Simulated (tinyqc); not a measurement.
Dead time against afterpulsing.

Afterpulse probability pap = pa (Cd Vx/q) exp(-td/tt) Pm, with Pm the trigger probability of a released carrier; largest rate 1/td; each true event gives 1/(1 - pap) counts.

Values chosen for this exercise: excess bias Vx = 5 V; diode capacitance Cd = 58 fF; trapping probability per avalanche carrier pa = 5.8e-8; trap release time tt = 29 ns.

Constants: q = 1.602176634e-19 C. Results are converted to the units shown.

Pm = 0.838

Results:
```
td (ns),pap (%),largest rate (1e6/s),counts per event
5.8,7.203,172.4,1.078
9.4,6.362,106.4,1.068
15,5.245,66.67,1.055
25,3.715,40.00,1.039
41,2.140,24.39,1.022
110,0.1982,9.091,1.002
170,0.02503,5.882,1.000
```

Estimate the missing row, td = 66 ns.

Computed row:
```
td (ns),pap (%),largest rate (1e6/s),counts per event
66,0.9036,15.15,1.009
```

With this row back in the table: The afterpulse probability falls from 7.20 to 0.0250 %, a factor of ten for every 66.8 ns, while the largest rate falls from 172 to 5.88 million a second.

tinyqc, about 0.01 s, one thread, Intel Xeon 2.30GHz (shared host): `OMP_NUM_THREADS=1 python tinyqc.py 2630044 2630045 out.jsonl`
